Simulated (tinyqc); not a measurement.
# Donor or exciton in a quantum well (variational effective-mass method), step by step

A worked calculation. Computed by tinyqc, a small Python program that keeps every step. Command: `OMP_NUM_THREADS=1 python tinyqc.py 3024332 3024333 out.jsonl welldonor walk`. One thread of a shared host (Intel(R) Xeon(R) Processor @ 2.30GHz), about 0.1 s of CPU time with the checks. Intermediate numbers are printed to about 6 digits and carried at full precision; extremes and crossings named in words are read from the listed rows.

H = -nabla^2 - 2/|r - r_i| + V(z) in effective units; trial function psi = f(z) exp(-|r - r_i|/lambda), f the ground state of the well. Mass and screening are the same in well and barrier; l = L/a* is the width in effective units. Bands are flat: no polarisation or applied field.

Inputs (values chosen for the exercise, modelled on GaAs): electron mass m = 0.0647 m_0; dielectric constant eps = 12.8; well width L = 11 nm; trial radius lambda = 1.7 a*; donor position z_i/L from the centre = 0.2; barrier height V_0 = 0.15 eV.

Centre: donor. Barriers: finite.

Constants: Ry = 13.605693123 eV; a_0 = 0.529177210903 angstrom.

## Effective units

Ry* = Ry m/eps^2, a* = a_0 eps/m; l = L/a*.

mass used = 0.0647 m_0

Ry* = 5.37285 meV

a* = 10.4690 nm

l = 1.05072

## The subband

k solves k tan(k l/2) = sqrt(v - k^2), v = V_0/Ry*, 0 < k l/2 < pi/2 (bisection); f = cos(k z) inside and cos(k l/2) exp(-kappa (|z| - l/2)) outside, kappa = sqrt(v - k^2); subband energy k^2 Ry*.

k = 2.18031 1/a*

subband energy = 25.5411 meV

kappa = 4.81294 1/a*

## Binding at the trial radius

Binding E_b(lambda) = -1/lambda^2 + 4 A/(lambda B), with A = int f^2 exp(-2 s/lambda) dz, B = int f^2 exp(-2 s/lambda)(1 + 2 s/lambda) dz and s = |z - z_i|; 40 Gauss-Legendre points on each piece between the walls at z = -l/2 and l/2 and z_i, and out to 12/(kappa + 1/lambda) beyond the walls.

A = 0.540814 a*

B = 0.691851 a*

E_b(lambda) = 1.49325 Ry*

## Best radius

Golden-section search for the maximum over lambda from 0.3 to 4, 40 steps.

best lambda = 0.925289 a*

binding in Ry* = 1.81891

binding energy = 9.77272 meV

radius lambda a* = 9.68689 nm

Confinement changes the binding by a factor 1.819 against the bulk value (with finite barriers it peaks in a narrow well and returns to 1 as L tends to 0, and away from the walls of a wide well it tends to 1).

## Binding against well width

Each row maximises over lambda (golden section, 0.3 to 4).

Against width:
```
L (nm)  lambda (a*)  binding (Ry*)  binding (meV)
0.88        0.89957        1.73585         9.3265
1.60        0.84340        2.00659        10.7811
3.30        0.81218        2.19189        11.7767
6.10        0.84730        2.08757        11.2162
11.00       0.92529        1.81891         9.7727
20.00       1.01414        1.50763         8.1003
35.00       1.05740        1.26401         6.7913
```

The binding peaks at 2.192 Ry* near L = 3.3 nm: in narrower wells the envelope leaks into the barriers and returns towards three dimensions. In the widest well it is 1.264 Ry*. Rows under about 2 nm are a few atomic layers, where the envelope model is only a guide.

## Binding against position

The formulas are those given above.

Against position:
```
z_i/L  lambda (a*)  binding (Ry*)  binding (meV)
0.0        0.88265        1.97409        10.6065
0.1        0.89260        1.93382        10.3901
0.2        0.92529        1.81891         9.7727
0.3        0.98825        1.64820         8.8555
0.4        1.08852        1.45326         7.8081
0.5        1.22159        1.26886         6.8174
```

From the centre to the wall the binding falls from 10.606 to 6.817 meV, 64 % of the centre value, since the walls keep the electron away from an off-centre ion; uniform doping thus gives a band of levels 3.789 meV wide, with a peak in its density at the centre value, where the slope vanishes.

Checks made by the program: the wide-well limit, 1 Ry* (relative difference 3e-03).
